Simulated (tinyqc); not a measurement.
Surface orientation and number of bands: six-band hole subbands of a thin body in a field.

Basis X, Y, Z times spin, hole energies counted downwards from the unstrained edge (the hydrostatic shift is left out), c = hbar^2/2m0. For a symmetric tensor T let C(T) have C_XX = L Txx + M (Tyy + Tzz), C_XY = N Txy (cyclic), L = c (g1 + 4 g2), M = c (g1 - 2 g2), N = 6 c g3. k = q + kz n, n the unit normal, q = k1 u + k2 v with u along the channel [1-10] and v = n x u. H = C(k k^T) + (Dso/3)(1 - L.sigma) - B + e F z with (L_k)_ij = -i epsilon_kij; B is the block C built from the traceless strain with 2b, -b and sqrt(3) d in place of L, M, N. Strain: exx = eyy = (s11 + s12) sx/2, ezz = s12 sx, exy = -s44 sx/4. Hard walls at z = 0 and t; basis sin(j pi z/t), j = 1 to Nz: kz^2 = (j pi/t)^2, kz = -i D with D_jl = 4 j l/(t (j^2 - l^2)), z_jj = t/2 and z_jl = -8 t j l/(pi (j^2 - l^2))^2 for j + l odd; 1 MV/cm = 0.01 eV/angstrom.

Nz = 14. E1 is the top subband at q = 0, gap the distance to the next pair, and the masses are c q^2/(E(q) - E1) at |q| = 0.02 1/angstrom (mean of the spin pair) along the channel [1-10] and across it in the plane; a dash marks a band that does not rise.

Constants: hbar^2/2m0 = 3.80998211 eV angstrom^2.

Values chosen for the exercise (near those of a p-type Ge channel; shifted at random, so the results belong to these values and not to a real crystal): g1 = 13.36 (Luttinger gamma1); g2 = 4.25 (gamma2); g3 = 5.7 (gamma3); Dso = 0.292 eV (spin-orbit splitting); b = -2.55 eV (tetragonal potential); d = -5.23 eV (trigonal potential); S = (9.61, -2.69, 14.77) 1/TPa (compliances s11, s12, s44); t = 30 angstrom (body thickness); F = 0.5 MV/cm (field across the body); sx = -0.5 GPa (stress along the channel [1-10], negative in compression).

Three faces, six bands; and four bands, with Dso set to 1000 eV.

Cases:
```
case
(001) 6 bands
(001) 4 bands
(110) 6 bands
(110) 4 bands
(111) 6 bands
(111) 4 bands
```

Rank the cases by E1 (meV), lowest first.

Answer: (110) 6 bands, (111) 6 bands, (111) 4 bands, (110) 4 bands, (001) 6 bands, (001) 4 bands.

Results:
```
case           E1 (meV)  gap (meV)  m channel  m across
(001) 6 bands     267.5      179.0      0.068     0.101
(001) 4 bands     268.9      610.8      0.071     0.074
(110) 6 bands     122.7       96.9      0.037     0.153
(110) 4 bands     176.0      330.1      0.053     0.076
(111) 6 bands     146.4      184.8      0.059     0.088
(111) 4 bands     148.2      249.6      0.059     0.061
```

With six bands the top subband is shallowest on (110) (122.7 meV) and deepest on (001). Without the stress E1 would be 276.9, 142.5 and 153.9 meV, so the stress moves it by -9.4, -19.8 and -7.5 meV. The lightest channel mass is on (110) (0.037 m0). Dropping the split-off band moves E1 by 1.4, 53.3 and 1.8 meV and the gap by 431.8, 233.2 and 64.8 meV on the three faces, with Dso = 292 meV.

(tinyqc, `OMP_NUM_THREADS=1 python tinyqc.py 1280301 1280302 out.jsonl`, Intel(R) Xeon(R) Processor @ 2.30GHz, 1 thread, shared host, about 0.4 s.)
